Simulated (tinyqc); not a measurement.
Worked calculation: potential-pH (Pourbaix) lines of a metal, its cation, its oxide and an oxyanion, with a complexing ligand. Computed by tinyqc, a small Python program that keeps every step. Command: `OMP_NUM_THREADS=1 python tinyqc.py 3030392 3030393 out.jsonl pourb walk`. One thread of a shared host (Intel(R) Xeon(R) Processor @ 2.30GHz), about 0.01 s of CPU time with the checks. Intermediate numbers are printed to about 7 digits and carried at full precision; extremes and crossings named in words are read from the listed rows.

Potentials are against the standard hydrogen electrode; solids and water have unit activity; dG_f of M, H+ and the electron is zero; F = e N_A and s = R T ln(10)/F. The cation carries z = 3.

Inputs (values chosen for the exercise, modelled on aluminium):

| quantity | value | unit |
|---|---|---|
| dG_f of the cation | -492.9 | kJ/mol |
| dG_f of the oxide | -1580.1 | kJ/mol |
| dG_f of the oxyanion | -822.41 | kJ/mol |
| dG_f of water | -237.14 | kJ/mol |
| temperature T | 298.15 | K |
| log10 of the dissolved activity a | -6 | - |
| pH | 7.2 | - |
| potential E | -0.82 | V |
| log10 of the stability constant beta of ML | 7.6 | - |
| pKa of HL | 5.9 | - |
| total ligand c_L | 0.034 | mol/L |
| limiting current density i_L | 4.8e-05 | A/cm^2 |
| molar volume V_m | 10 | cm^3/mol |

Species: M, M3+, M2O3, MO2(-).

exchange current densities, metal and cathodic (A/cm^2): 1.5e-06  3.2e-10

Tafel slopes, anodic and cathodic (mV/decade): 40  120

Constants: R = 8.314462618 J/(mol K); e = 1.602176634e-19 C; N_A = 6.02214076e+23 1/mol.

## Standard potentials

M3+ + 3e = M; (1/2) M2O3 + 3H+ + 3e = M + (3/2) H2O; MO2(-) + 4H+ + 3e = M + 2H2O. For each, E0 = -dG/(z F), and E = E0 + (s/z) log10 a - (s n_H/z) pH, with no activity term for the oxide.

s = 0.05915935 V

E0 (V): cation -1.702850, oxide -1.500539, oxyanion -1.202704

The metal is less noble than hydrogen.

## Vertical lines

Two oxidised species coexist where their lines against the metal cross: pH1 (cation/oxide) = [E0(oxide) - E0(cation)]/s - (log10 a)/z; pH2 (oxide/oxyanion) = {[E0(oxyanion) - E0(oxide)]/s + (log10 a)/z}/(4/z - 1).

pH1 = 5.419756

pH2 = 9.103339

width of the oxide field, pH2 - pH1 = 3.683583

The oxide is stable from pH 5.42 to 9.10; each decade less of dissolved metal narrows this field by 1.33 pH units.

## The stable species at (pH, E)

The metal is stable below the lowest of the three lines; above it, the species of the lowest line is stable. Water lines at 1 bar: hydrogen E = -s pH, oxygen E = -dG_f(water)/(2F) - s pH.

lines at this pH (V): cation -1.821168, oxide -1.926486, oxyanion -1.888953

upper limit of immunity = -1.926486 V

hydrogen line = -0.4259473 V

oxygen line = 0.8029441 V

E above the limit of immunity = 1.106486 V

Stable here: the oxide (passivity, if the film is dense). The point lies outside the stability range of water. Water itself can oxidise the metal at this pH. Caution: other oxidation states, hydroxides and hydrides are left out, and the lines say nothing of rates.

## A complexing ligand

The free ligand is c_L/(1 + 10^(pKa - pH)) (ligand in excess); dissolved metal is a in all, so the free cation is a/alpha, alpha = 1 + beta [L]; the cation line drops by (s/z) log10 alpha.

free ligand = 0.03237729 mol/L

log10 alpha = 6.110241

cation line with ligand = -1.941661 V

that line less the oxide line = -0.01517455 V

With the ligand the dissolved state lies below the oxide: the oxide dissolves at this pH, where it would be stable without.

## Mixed potential with oxygen reduction

Anodic i = i0a 10^((E - E_a)/b_a) with E_a the cation line with ligand; cathodic i = i0c 10^((E_c - E)/b_c) with E_c the oxygen line; supply caps the cathodic current, 1/i_c = 1/i(Tafel) + 1/i_L. E_corr makes the two currents equal. Without the cap it would be [b_c E_a + b_a E_c + b_a b_c log10(i0c/i0a)]/(b_a + b_c). Rate = i V_m/(z F). Films are left out.

E_corr without the cap = -1.365638 V

corrosion potential E_corr = -1.881455 V

corrosion current density = 4.80e-05 A/cm^2

i/i_L = 1

etch rate = 0.9949699 nm/min

The current sits at the supply limit: stirring or more oxidant, not the ligand, sets the rate. Caution: E_corr lies below the hydrogen line, so hydrogen evolution, left out here, adds cathodic current.

## The diagram with and without ligand

The formulas are those given above.

Lines against the metal (V); the species with the lowest line is stable above it:

| pH | cation | oxide | oxyanion | stable above | cation with ligand | stable above, ligand |
|---|---|---|---|---|---|---|
| 0 | -1.821168 | -1.500539 | -1.321023 | cation | -1.829687 | dissolved |
| 2 | -1.821168 | -1.618858 | -1.478781 | cation | -1.865222 | dissolved |
| 4 | -1.821168 | -1.737176 | -1.636540 | cation | -1.904505 | dissolved |
| 5 | -1.821168 | -1.796336 | -1.715419 | cation | -1.923316 | dissolved |
| 6 | -1.821168 | -1.855495 | -1.794298 | oxide | -1.937073 | dissolved |
| 7 | -1.821168 | -1.914654 | -1.873177 | oxide | -1.941425 | dissolved |
| 8 | -1.821168 | -1.973814 | -1.952056 | oxide | -1.942012 | oxide |
| 9 | -1.821168 | -2.032973 | -2.030935 | oxide | -1.942073 | oxide |
| 10 | -1.821168 | -2.092132 | -2.109814 | oxyanion | -1.942079 | oxyanion |
| 12 | -1.821168 | -2.210451 | -2.267573 | oxyanion | -1.942080 | oxyanion |
| 14 | -1.821168 | -2.328770 | -2.425331 | oxyanion | -1.942080 | oxyanion |

Without ligand the oxide holds 4 of the eleven rows (pH 6 to 9), with it 2 (pH 8, 9). The ligand acts once beta [L] exceeds 1, from pH = pKa - log10(beta c_L) = -0.2 on, that is in all rows; its line then falls by at most s/z per pH unit and flattens beyond pKa, 0.121 V below the free cation at most. The oxide line falls faster, by s per pH unit, so the oxide takes over again at higher pH.

Checks made by the program: the lines cross at pH1 and pH2 (relative difference below 1e-10).
